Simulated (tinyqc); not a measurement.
Pi bands of a honeycomb layer in tight binding: one step. Levels at Gamma, M and K.

Lattice vectors a (1,0) and a (1/2, sqrt3/2); f = exp(i ky a/sqrt3) + 2 cos(kx a/2) exp(-i ky a/(2 sqrt3)), w = |f|. H = [[D - t2 F, -t f], [., -D - t2 F]] with F = w^2 - 3, S = [[1, s0 f], [., 1]]; the levels solve det(H - E S) = 0. K = (4 pi/3a, 0), M = (pi/a, pi/(sqrt3 a)); w = 3, 1, 0 at Gamma, M, K.

Parameters, chosen for this exercise (of the size used for graphene; shifted at random, so the results belong to these values and not to a real crystal):
- t = 2.72 eV (nearest hopping)
- t2 = 0.13 eV (second-neighbour hopping)
- s0 = 0.132 (overlap of neighbours)
- D = 0 eV (+D on A, -D on B)

Problem. Solve the quadratic (e - E)^2 - D^2 - (t + s0 E)^2 w^2 = 0 with e = -t2 (w^2 - 3), for w = 3, 1, 0.

Give: a table of point, w, lower, upper, difference.

Solution.

Levels (eV):
```
point  w    lower    upper  difference
Gamma  3  -6.4040  12.2185     18.6226
M      1  -2.1731   3.4332      5.6063
K      0   0.3900   0.3900      0.0000
```

Measured from the middle of the levels at K (0.390 eV), the upper band reaches 11.829 eV and the lower -6.794 eV at Gamma: the upper band is the wider; overlap stretches the upper band and positive t2 the lower. The saddle points at M give the absorption peak at 5.606 eV in this one-electron picture.

Program tinyqc; command `OMP_NUM_THREADS=1 python tinyqc.py 1482761 1482762 out.jsonl`; about 0.01 s on one thread of a shared Intel(R) Xeon(R) Processor @ 2.30GHz.
